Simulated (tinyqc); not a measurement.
Inside a calculation. Method: UKS/BP86 in the sto-3g basis, for Be+, spin multiplicity 2. One step of it, computed by the program tinyqc.

Question. Iteration 2: building the Kohn-Sham matrix. J_ij = sum D_kl (ij|kl) with D = D(alpha) + D(beta); F = H + J + V_xc; E = tr D H + tr D J / 2 + E_xc + E_nn.

D(alpha) after iteration 1, lower triangle:
```
            1Be 1s    1Be 2s   1Be 2px   1Be 2py   1Be 2pz
1Be 1s    1.072213
1Be 2s   -0.278258  1.072213
1Be 2px   0.000000  0.000000  0.000000
1Be 2py   0.000000  0.000000  0.000000  0.000000
1Be 2pz   0.000000  0.000000  0.000000  0.000000  0.000000
```

D(beta) after iteration 1, lower triangle:
```
           1Be 1s    1Be 2s   1Be 2px   1Be 2py   1Be 2pz
1Be 1s   0.980553
1Be 2s   0.035054  0.001253
1Be 2px  0.000000  0.000000  0.000000
1Be 2py  0.000000  0.000000  0.000000  0.000000
1Be 2pz  0.000000  0.000000  0.000000  0.000000  0.000000
```

core Hamiltonian H = T + V (hartree), lower triangle:
```
            1Be 1s     1Be 2s    1Be 2px    1Be 2py    1Be 2pz
1Be 1s   -7.867117
1Be 2s   -1.932258  -2.102157
1Be 2px   0.000000   0.000000  -1.634157
1Be 2py   0.000000   0.000000   0.000000  -1.634157
1Be 2pz   0.000000   0.000000   0.000000   0.000000  -1.634157
```

Two-electron integrals (ij|kl) in chemists' order, unique and non-zero (hartree):
```
(11|11) 2.298831   (21|11) 0.392036   (21|21) 0.079539   (22|11) 0.570988
(22|21) 0.143041   (22|22) 0.417683   (31|31) 0.014607   (32|31) 0.021888
(32|32) 0.092265   (33|11) 0.569578   (33|21) 0.143083   (33|22) 0.417589
(33|33) 0.449859   (41|41) 0.014607   (42|41) 0.021888   (42|42) 0.092265
(43|43) 0.024249   (44|11) 0.569578   (44|21) 0.143083   (44|22) 0.417589
(44|33) 0.401360   (44|44) 0.449859   (51|51) 0.014607   (52|51) 0.021888
(52|52) 0.092265   (53|53) 0.024249   (54|54) 0.024249   (55|11) 0.569578
(55|21) 0.143083   (55|22) 0.417589   (55|33) 0.401360   (55|44) 0.401360
(55|55) 0.449859
```

nuclear repulsion = 0 hartree

V_xc(alpha) (hartree), lower triangle:
```
            1Be 1s     1Be 2s    1Be 2px    1Be 2py    1Be 2pz
1Be 1s   -1.495626
1Be 2s   -0.208085  -0.289511
1Be 2px   0.000000   0.000000  -0.285997
1Be 2py   0.000000   0.000000   0.000000  -0.285997
1Be 2pz   0.000000   0.000000   0.000000   0.000000  -0.285997
```

V_xc(beta) (hartree), lower triangle:
```
            1Be 1s     1Be 2s    1Be 2px    1Be 2py    1Be 2pz
1Be 1s   -1.477595
1Be 2s   -0.200997  -0.206998
1Be 2px   0.000000   0.000000  -0.204378
1Be 2py   0.000000   0.000000   0.000000  -0.204378
1Be 2pz   0.000000   0.000000   0.000000   0.000000  -0.204378
```

E_xc = sum of w rho eps_xc = -2.55770227 hartree

Give: Coulomb J; F(alpha); F(beta); total energy of this density.

Answer.

Coulomb J (hartree), lower triangle:
```
         1Be 1s  1Be 2s  1Be 2px  1Be 2py  1Be 2pz
1Be 1s    5.141
1Be 2s    0.920   1.551
1Be 2px   0.000   0.000    1.548
1Be 2py   0.000   0.000    0.000    1.548
1Be 2pz   0.000   0.000    0.000    0.000    1.548
```

F(alpha) (hartree), lower triangle:
```
         1Be 1s  1Be 2s  1Be 2px  1Be 2py  1Be 2pz
1Be 1s   -4.222
1Be 2s   -1.221  -0.841
1Be 2px   0.000   0.000   -0.372
1Be 2py   0.000   0.000    0.000   -0.372
1Be 2pz   0.000   0.000    0.000    0.000   -0.372
```

F(beta) (hartree), lower triangle:
```
         1Be 1s  1Be 2s  1Be 2px  1Be 2py  1Be 2pz
1Be 1s   -4.204
1Be 2s   -1.214  -0.758
1Be 2px   0.000   0.000   -0.291
1Be 2py   0.000   0.000    0.000   -0.291
1Be 2pz   0.000   0.000    0.000    0.000   -0.291
```

total energy of this density = -14.13817 hartree
